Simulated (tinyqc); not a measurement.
Worked calculation: CID on RHF in the sto-3g basis, for H4, spin multiplicity 1. Computed by tinyqc, a small Python program that keeps every step (integrals from PySCF). Settings: charge = 0, multiplicity = 1, basis = sto-3g, method = RHF, energy threshold = 1e-10, iteration cap = 53, orthogonalisation = canonical, start = Wolfsberg-Helmholz matrix, DIIS depth = 6, ci = CID, davidson = 1. Command: `OMP_NUM_THREADS=1 python tinyqc.py 27626 27627 out.jsonl` (the two numbers bound the seeds that draw the settings). One thread of a shared host (Intel(R) Xeon(R) Processor @ 2.60GHz), about 0.07 s of CPU time with the checks. The early iterations of the SCF are left out here.

## One-electron integrals

Geometry (angstrom):
```
atom       x       y       z
H     0.0000  0.0000  0.0000
H     0.0000  0.0000  0.7610
H     0.0000  0.0000  1.6190
H     0.0000  0.0000  2.3790
```

Basis sto-3g: exponents (1/bohr^2) and contraction coefficients of normalised primitives:
```
element  l (shell)  exponent  coefficient
H            s (1)    3.4253       0.1543
H            s (1)    0.6239       0.5353
H            s (1)    0.1689       0.4446
```

Overlap, kinetic and nuclear-attraction integrals over the contracted functions; the nuclear repulsion is the sum of Za Zb / Rab.

nuclear repulsion = 2.884761 hartree

overlap S, order 1H 1s, 2H 1s, 3H 1s, 4H 1s:
```
[[1.0000, 0.6462, 0.2159, 0.0619],
 [0.6462, 1.0000, 0.5836, 0.2163],
 [0.2159, 0.5836, 1.0000, 0.6468],
 [0.0619, 0.2163, 0.6468, 1.0000]]
```

kinetic energy T (hartree), order 1H 1s, 2H 1s, 3H 1s, 4H 1s:
```
[[0.7600, 0.2246, 0.0013, -0.0112],
 [0.2246, 0.7600, 0.1726, 0.0014],
 [0.0013, 0.1726, 0.7600, 0.2252],
 [-0.0112, 0.0014, 0.2252, 0.7600]]
```

nuclear attraction V (hartree), order 1H 1s, 2H 1s, 3H 1s, 4H 1s:
```
[[-2.4160, -1.6082, -0.5143, -0.1405],
 [-1.6082, -2.7775, -1.5197, -0.5152],
 [-0.5143, -1.5197, -2.7779, -1.6104],
 [-0.1405, -0.5152, -1.6104, -2.4169]]
```

core Hamiltonian H = T + V (hartree), order 1H 1s, 2H 1s, 3H 1s, 4H 1s:
```
[[-1.6560, -1.3836, -0.5130, -0.1517],
 [-1.3836, -2.0175, -1.3470, -0.5138],
 [-0.5130, -1.3470, -2.0179, -1.3852],
 [-0.1517, -0.5138, -1.3852, -1.6568]]
```

## Two-electron integrals

Functions are numbered as in S; the eight-fold symmetry (ij|kl) = (ji|kl) = (kl|ij) leaves the list below.

Two-electron integrals (ij|kl) in chemists' order, unique and non-zero (hartree):
```
(11|11) 0.7746   (21|11) 0.4327   (21|21) 0.2839   (22|11) 0.5621
(22|21) 0.4327   (22|22) 0.7746   (31|11) 0.1120   (31|21) 0.0799
(31|22) 0.1352   (31|31) 0.0258   (32|11) 0.2461   (32|21) 0.1981
(32|22) 0.3797   (32|31) 0.0724   (32|32) 0.2261   (33|11) 0.3225
(33|21) 0.2640   (33|22) 0.5266   (33|31) 0.1120   (33|32) 0.3797
(33|33) 0.7746   (41|11) 0.0263   (41|21) 0.0194   (41|22) 0.0339
(41|31) 0.0067   (41|32) 0.0198   (41|33) 0.0339   (41|41) 0.0019
(42|11) 0.0738   (42|21) 0.0588   (42|22) 0.1122   (42|31) 0.0227
(42|32) 0.0725   (42|33) 0.1355   (42|41) 0.0067   (42|42) 0.0259
(43|11) 0.1717   (43|21) 0.1364   (43|22) 0.2644   (43|31) 0.0588
(43|32) 0.1983   (43|33) 0.4332   (43|41) 0.0194   (43|42) 0.0801
(43|43) 0.2845   (44|11) 0.2223   (44|21) 0.1715   (44|22) 0.3227
(44|31) 0.0737   (44|32) 0.2463   (44|33) 0.5625   (44|41) 0.0263
(44|42) 0.1122   (44|43) 0.4332   (44|44) 0.7746
```

## Orthogonalisation

S = U s U^T; canonical form X = U s^(-1/2), so that X^T S X = 1. Each column of U has its largest component positive (the first on a tie).

eigenvalues of S: [0.1740, 0.4216, 1.1805, 2.2239]

X, order 1H 1s, 2H 1s, 3H 1s, 4H 1s:
```
[[0.8306, 0.8747, 0.5673, 0.2825],
 [-1.4760, -0.6502, 0.3195, 0.3807],
 [1.4782, -0.6480, -0.3193, 0.3808],
 [-0.8333, 0.8741, -0.5668, 0.2828]]
```

## Iteration 5 (converged): orbitals

converged F (hartree), order 1H 1s, 2H 1s, 3H 1s, 4H 1s:
```
[[-0.3635, -0.6060, -0.2673, -0.0618],
 [-0.6060, -0.5045, -0.5150, -0.2677],
 [-0.2673, -0.5150, -0.5050, -0.6066],
 [-0.0618, -0.2677, -0.6066, -0.3641]]
```

Diagonalise F' = X^T F X, C = X C', fill 2 alpha and 2 beta electrons from the bottom; D = 2 C_occ C_occ^T. Each column has its largest component positive (the first on a tie).

F' = X^T F X (hartree):
```
[[1.2917, 0.0002, 0.0928, -0.0002],
 [0.0002, 0.4736, 0.0002, 0.0325],
 [0.0928, 0.0002, -0.4375, 0.0001],
 [-0.0002, 0.0325, 0.0001, -0.7397]]
```

orbital energies (hartree): [-0.7406, -0.4424, 0.4745, 1.2967]

coefficients C, order 1H 1s, 2H 1s, 3H 1s, 4H 1s:
```
[[0.2588, 0.5220, 0.8818, 0.8600],
 [0.3976, 0.3983, -0.6393, -1.4570],
 [0.3983, -0.3975, -0.6381, 1.4588],
 [0.2595, -0.5215, 0.8815, -0.8622]]
```

D after iteration 5, order 1H 1s, 2H 1s, 3H 1s, 4H 1s:
```
[[0.6790, 0.6216, -0.2089, -0.4102],
 [0.6216, 0.6334, 0.0001, -0.2090],
 [-0.2089, 0.0001, 0.6333, 0.6213],
 [-0.4102, -0.2090, 0.6213, 0.6786]]
```

## Convergence

Stop when the energy changes by less than 1e-10 hartree and every element of the error matrix X^T (F D S - S D F) X is below 3e-06.

Course of the cycle:
```
iteration  E (hartree)     change  largest element of the error matrix
1            -2.131809          -                             1.40e-01
2            -2.143772  -1.20e-02                             2.98e-02
3            -2.144588  -8.16e-04                             1.08e-03
4            -2.144588  -6.68e-07                             3.35e-06
5            -2.144588  -5.81e-12                             6.79e-07
```

PySCF RHF in the same basis = -2.144588 hartree

Converged in 5 iterations.

## Integrals over molecular orbitals

(pq|rs) = sum C_ip C_jq C_kr C_ls (ij|kl), one index at a time.

one-electron integrals over orbitals h = C^T H C (hartree):
```
[[-2.0914, 0.0001, 0.1806, -0.0003],
 [0.0001, -1.7549, 0.0003, 0.1543],
 [0.1806, 0.0003, -1.2815, 0.0000],
 [-0.0003, 0.1543, 0.0000, -0.7084]]
```

Two-electron integrals over orbitals (pq|rs), unique and non-zero (hartree):
```
(11|11) 0.5416      (21|11) -2.78e-04   (21|21) 0.1654      (22|11) 0.4873
(22|21) 2.22e-04    (22|22) 0.5033      (31|11) -0.0838     (31|21) -1.72e-04
(31|22) 0.0016      (31|31) 0.1074      (32|11) -3.26e-04   (32|21) 0.1000
(32|22) 1.42e-04    (32|31) 8.92e-05    (32|32) 0.1291      (33|11) 0.5009
(33|21) 1.57e-04    (33|22) 0.4954      (33|31) -0.0229     (33|32) 6.03e-05
(33|33) 0.5216      (41|11) 2.11e-04    (41|21) -0.0435     (41|22) -3.25e-05
(41|31) -1.17e-04   (41|32) 0.0465      (41|33) -1.13e-05   (41|41) 0.0906
(42|11) -0.0898     (42|21) -1.30e-04   (42|22) -0.0183     (42|31) 0.0955
(42|32) 1.24e-04    (42|33) -0.0197     (42|41) -1.02e-04   (42|42) 0.1034
(43|11) -2.41e-04   (43|21) 0.1548      (43|22) 2.42e-04    (43|31) -1.56e-04
(43|32) 0.0989      (43|33) 1.86e-04    (43|41) -0.0411     (43|42) -1.38e-04
(43|43) 0.1676      (44|11) 0.5755      (44|21) -2.26e-04   (44|22) 0.5240
(44|31) -0.0910     (44|32) -3.16e-04   (44|33) 0.5467      (44|41) 2.15e-04
(44|42) -0.1037     (44|43) -2.07e-04   (44|44) 0.6541
```

## CID: determinants and Hamiltonian

Hartree-Fock energy = -2.144588 hartree

Slater-Condon rules over spin orbitals, with the nuclear repulsion added and E(HF) subtracted on the diagonal. Only determinants linked to the reference directly or through others are kept (one block of an abelian symmetry group), so some states are absent.

Occupation strings over the orbitals (2 doubly, a alpha, b beta, 0 empty; spin orbitals ordered 1a 1b 2a 2b ...): 2200 aabb 2020 20ab ab20 abab 20ba 2002 abba ab02 ba20 baab 0220 02ab baba ba02 02ba 0202 bbaa

H - E(HF) between determinants (hartree), order 2200, aabb, 2020, 20ab, ab20, abab, 20ba, 2002, abba, ab02, ba20, baab, 0220, 02ab, baba, ba02, 02ba, 0202, bbaa:
```
[[0.0000, -0.0489, 0.1291, 0.0001, -0.0001, -0.0465, -0.0001, 0.1034, 0.0955, 0.0001, 0.0001, 0.0955, 0.1074, -0.0001, -0.0465, -0.0001, 0.0001, 0.0906, -0.0489],
 [-0.0489, 1.9899, 0.0465, -0.0001, 0.0001, -0.1291, 0.0001, -0.0955, -0.1034, -0.0001, -0.0001, -0.1074, -0.0955, 0.0001, -0.0906, 0.0001, -0.0001, 0.0465, 0.0000],
 [0.1291, 0.0465, 1.1356, -0.0002, 0.0000, 0.1083, 0.0002, 0.1676, -0.1548, 0.0000, 0.0000, -0.1548, 0.1654, 0.0000, 0.1083, 0.0000, 0.0000, 0.0000, 0.0465],
 [0.0001, -0.0001, -0.0002, 1.8999, 0.0593, -0.0002, -0.1676, -0.0006, 0.0000, 0.1548, -0.1548, 0.0004, 0.0000, 0.1654, 0.0000, -0.1083, 0.0000, 0.0000, -0.0001],
 [-0.0001, 0.0001, 0.0000, 0.0593, 1.3849, 0.0001, -0.1548, 0.0000, -0.0003, 0.1676, -0.1654, 0.0000, 0.0005, 0.1548, 0.0000, 0.0000, -0.1083, 0.0000, 0.0001],
 [-0.0465, -0.1291, 0.1083, -0.0002, 0.0001, 2.1122, 0.0000, 0.1548, -0.1676, -0.0001, 0.0000, -0.1654, 0.1548, 0.0001, 0.0000, 0.0000, 0.0000, 0.1083, -0.0906],
 [-0.0001, 0.0001, 0.0002, -0.1676, -0.1548, 0.0000, 1.8999, 0.0006, -0.0004, -0.1083, 0.0593, 0.0000, 0.0000, 0.0000, 0.0002, 0.1548, 0.1654, 0.0000, 0.0001],
 [0.1034, -0.0955, 0.1676, -0.0006, 0.0000, 0.1548, 0.0006, 2.7464, -0.0593, -0.0006, 0.0000, -0.0593, 0.0000, 0.0000, 0.1548, 0.0006, 0.0000, 0.1654, -0.0955],
 [0.0955, -0.1034, -0.1548, 0.0000, -0.0003, -0.1676, -0.0004, -0.0593, 2.1032, 0.0003, 0.0000, 0.0000, -0.0593, 0.0000, -0.1654, 0.0000, 0.0003, -0.1548, -0.1074],
 [0.0001, -0.0001, 0.0000, 0.1548, 0.1676, -0.0001, -0.1083, -0.0006, 0.0003, 2.9128, 0.0000, 0.0000, 0.0000, 0.0593, 0.0000, -0.1654, -0.1548, -0.0001, -0.0001],
 [0.0001, -0.0001, 0.0000, -0.1548, -0.1654, 0.0000, 0.0593, 0.0000, 0.0000, 0.0000, 1.3849, 0.0003, -0.0005, -0.1083, -0.0001, 0.1676, 0.1548, 0.0000, -0.0001],
 [0.0955, -0.1074, -0.1548, 0.0004, 0.0000, -0.1654, 0.0000, -0.0593, 0.0000, 0.0000, 0.0003, 2.1032, -0.0593, -0.0003, -0.1676, -0.0003, 0.0000, -0.1548, -0.1034],
 [0.1074, -0.0955, 0.1654, 0.0000, 0.0005, 0.1548, 0.0000, 0.0000, -0.0593, 0.0000, -0.0005, -0.0593, 1.7047, 0.0006, 0.1548, 0.0000, -0.0006, 0.1676, -0.0955],
 [-0.0001, 0.0001, 0.0000, 0.1654, 0.1548, 0.0001, 0.0000, 0.0000, 0.0000, 0.0593, -0.1083, -0.0003, 0.0006, 2.3860, 0.0000, -0.1548, -0.1676, 0.0002, 0.0001],
 [-0.0465, -0.0906, 0.1083, 0.0000, 0.0000, 0.0000, 0.0002, 0.1548, -0.1654, 0.0000, -0.0001, -0.1676, 0.1548, 0.0000, 2.1122, 0.0001, -0.0001, 0.1083, -0.1291],
 [-0.0001, 0.0001, 0.0000, -0.1083, 0.0000, 0.0000, 0.1548, 0.0006, 0.0000, -0.1654, 0.1676, -0.0003, 0.0000, -0.1548, 0.0001, 2.9128, 0.0593, 0.0001, 0.0001],
 [0.0001, -0.0001, 0.0000, 0.0000, -0.1083, 0.0000, 0.1654, 0.0000, 0.0003, -0.1548, 0.1548, 0.0000, -0.0006, -0.1676, -0.0001, 0.0593, 2.3860, -0.0002, -0.0001],
 [0.0906, 0.0465, 0.0000, 0.0000, 0.0000, 0.1083, 0.0000, 0.1654, -0.1548, -0.0001, 0.0000, -0.1548, 0.1676, 0.0002, 0.1083, 0.0001, -0.0002, 3.1496, 0.0465],
 [-0.0489, 0.0000, 0.0465, -0.0001, 0.0001, -0.0906, 0.0001, -0.0955, -0.1074, -0.0001, -0.0001, -0.1034, -0.0955, 0.0001, -0.1291, 0.0001, -0.0001, 0.0465, 1.9899]]
```

## CID: roots

Diagonalise (each vector has its largest component positive (the first on a tie)); all determinants have Ms = 0, so triplets appear too. The lowest singlet root is the correlation energy. The Davidson correction is (1 - c0^2) E_corr, c0 the coefficient of the reference.

lowest roots of this matrix, relative to E(HF) (hartree): [-0.0418, 1.0451, 1.1758, 1.4361, 1.5595, 1.6281, 1.7029, 1.9787]

lowest vectors, order 2200, aabb, 2020, 20ab, ab20, abab, 20ba, 2002, abba, ab02, ba20, baab, 0220, 02ab, baba, ba02, 02ba, 0202, bbaa:
```
[[0.9869, 0.1095, 0.0000, -0.0003],
 [0.0211, -0.0643, 0.0000, -0.0005],
 [-0.1165, 0.9409, 0.0000, -0.0011],
 [-0.0001, 0.0000, 0.1423, -0.1850],
 [0.0001, 0.0004, 0.6852, 0.6704],
 [0.0292, -0.0282, 0.0000, 0.0004],
 [0.0001, 0.0000, 0.1423, 0.1850],
 [-0.0317, -0.0991, 0.0000, -0.0002],
 [-0.0503, 0.0925, 0.0003, 0.0001],
 [0.0000, -0.0001, -0.0810, -0.0224],
 [-0.0001, -0.0004, 0.6852, -0.6704],
 [-0.0503, 0.0925, -0.0003, 0.0001],
 [-0.0529, -0.2533, 0.0000, -0.0021],
 [0.0000, 0.0001, -0.0606, -0.1261],
 [0.0292, -0.0282, 0.0000, 0.0004],
 [0.0000, 0.0001, -0.0810, 0.0224],
 [0.0000, -0.0001, -0.0606, 0.1261],
 [-0.0311, 0.0426, 0.0000, 0.0003],
 [0.0211, -0.0643, 0.0000, -0.0005]]
```

<S^2> of these roots: [0.0000, 0.0000, 2.0000, 0.0000, 6.0000, 0.0000, 2.0000, 2.0000]

weight of the ground state by excitation level 0, 1, 2, ...: [0.9740, 0.0000, 0.0260]

Davidson correction = -0.001086 hartree

## The lowest root by the Davidson method

Start from the reference; add the residual divided by (theta - H_ii), orthogonalised, at each step.

Davidson iterations:
```
iteration  subspace  lowest Ritz value (hartree)  residual norm
1                 1                            0       2.73e-01
2                 2                    -0.040975       4.44e-02
3                 3                    -0.041730       6.54e-03
4                 4                    -0.041751       1.19e-03
5                 5                    -0.041752       4.28e-05
6                 6                    -0.041752       4.23e-06
7                 7                    -0.041752       9.30e-08
```
